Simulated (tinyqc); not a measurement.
Weibull analysis of times to dielectric breakdown, with area scaling: one step of the calculation.

Breakdown times follow F(t) = 1 - exp(-(t/t63)^beta). The 11 times below were drawn at random from beta = 3.2, t63 = 630 s and are treated as data; all samples failed.

Question. Scale parameter and projection to the product. t63 = (mean of t^beta)^(1/beta). Defects are spread at random, so -ln(1 - F) is proportional to the area: t63(A2) = t63 (A1/A2)^(1/beta), and the time to the share Fp is t63(A2) (-ln(1 - Fp))^(1/beta).

Values chosen for this exercise: area of a test capacitor A1 = 2.7 um^2; gate area of the product A2 = 4.1e6 um^2; allowed share of failed products Fp = 1e-5; Weibull slope beta = 3.2.

t, i 1 to 11 (s): [307, 323, 421, 472, 546, 628, 660, 732, 822, 851, 912]
converged beta = 3.4373344

Wanted: t63; t63 of the product; time to Fp; decades lost against t63.

Answer.

t63 = 677.6 s
t63 of the product = 10.78 s
time to Fp = 0.3785 s
decades lost against t63 = 3.253

The straight-line values give 0.0975 s for the time to Fp and the values that made the data 0.202 s: with 11 samples beta is uncertain by about 0.78/sqrt(n) = 24 %, and the projection hangs on 1/beta.

tinyqc, about 0.01 s, one thread, Intel Xeon 2.30GHz (shared host): `OMP_NUM_THREADS=1 python tinyqc.py 2070093 2070094 out.jsonl`
